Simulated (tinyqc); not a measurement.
Band-to-band tunnelling and avalanche in a reverse-biased abrupt junction. From avalanche breakdown V_A back to effective doping N. Computed by tinyqc, a small Python program. Command: `OMP_NUM_THREADS=1 python tinyqc.py 3015694 3015695 out.jsonl zener inv`. One thread of a shared host (Intel(R) Xeon(R) Processor @ 2.30GHz), about 0.06 s of CPU time with the checks.

Direct Kane tunnelling in the local field (for indirect gaps the mass is an effective fit) and one ionisation coefficient for both carriers. N is the doping of the light side, or N_A N_D/(N_A + N_D) for the symmetric junction; the built-in voltage is taken as E_g/e.

Inputs (values chosen for the exercise, modelled on silicon): band gap at 300 K, E_g = 1.14 eV; gap narrowing with temperature, -dE_g/dT = 0.29 meV/K; reduced tunnelling mass m_r = 0.22 m_0; permittivity eps = 11.7; ionisation prefactor a = 1e+06 1/cm; ionisation field at 300 K, b = 1.55e+06 V/cm; relative rise of b with temperature = 4.7 1e-4/K; current density that defines tunnel breakdown, J_0 = 10 A/cm^2; temperature T = 200 K.

Junction: one-sided.

Constants: eps_0 = 8.8541878128e-12 F/m; e = 1.602176634e-19 C; m_0 = 9.1093837015e-31 kg; hbar = 1.054571817e-34 J s.

Method:
- E_g(T) = E_g - (T - 300 K)(-dE_g/dT); b(T) = b [1 + (rise)(T - 300 K)]; w = sqrt(2 eps eps_0 (V_R + E_g/e)/(e N)); F_m = 2 (V_R + E_g/e)/w; the field falls linearly from F_m to 0 across w.
- Kane: G(F) = A F^2 exp(-B/F), A = e^2 sqrt(m_r)/(18 pi hbar^2 sqrt(E_g)), B = pi sqrt(m_r) E_g^(3/2)/(2 e hbar), SI units; J = e int G dx x V_R/(V_R + E_g/e), the last factor making J vanish at zero bias; int G dx = (w/F_m) int_0^F_m G dF by 64 Gauss-Legendre points.
- Avalanche: I = (w/F_m) int_0^F_m a exp(-b/F) dF by 64 Gauss-Legendre points, M = 1/(1 - I), breakdown at I = 1.
- V_Z solves J = J_0 and V_A solves I = 1; the lower one is the breakdown voltage; temperature coefficients by a central difference of +/- 10 K.

Question. A run gave the result below. Find the effective doping N, known to lie between 4.2e+17 and 7.3e+17 1/cm^3.

avalanche breakdown V_A = 5.579495 V

Answer.

Each step takes the trial c = (a f_b - b f_a)/(f_b - f_a), f being the result less the target and a, b, c the logarithms of the listed values; c replaces end b, the old b replaces a if the sign of f changed, and otherwise f_a is halved.

Scan of the range:
```
effective doping N (1/cm^3)  avalanche breakdown V_A (V)
4.20e+17                                         5.81394
4.61e+17                                         5.58910
5.05e+17                                         5.38256
5.54e+17                                         5.18575
6.07e+17                                         5.00380
6.66e+17                                         4.83089
7.30e+17                                         4.67102
```

False position (Illinois rule, in the logarithm of the input) inside the bracket:
```
step        end a        end b        trial  avalanche breakdown V_A (V)
1     4.61000e+17  5.05000e+17  4.62958e+17                      5.57920
2     4.61000e+17  4.62958e+17  4.62846e+17                      5.57977
3     4.62958e+17  4.62846e+17  4.62900e+17                      5.57949
4     4.62846e+17  4.62900e+17  4.62900e+17                      5.57949
```

Avalanche breakdown V_A falls at every point of a 13-point scan of the range (every second point is shown), so one value fits; it is bracketed by 4.61e17 and 5.05e17. Answer: effective doping N = 4.629e17 1/cm^3.

Caution: V_A is below about 5 E_g/e, where the local law understates it, since it ignores the distance a carrier needs to reach the ionisation energy.
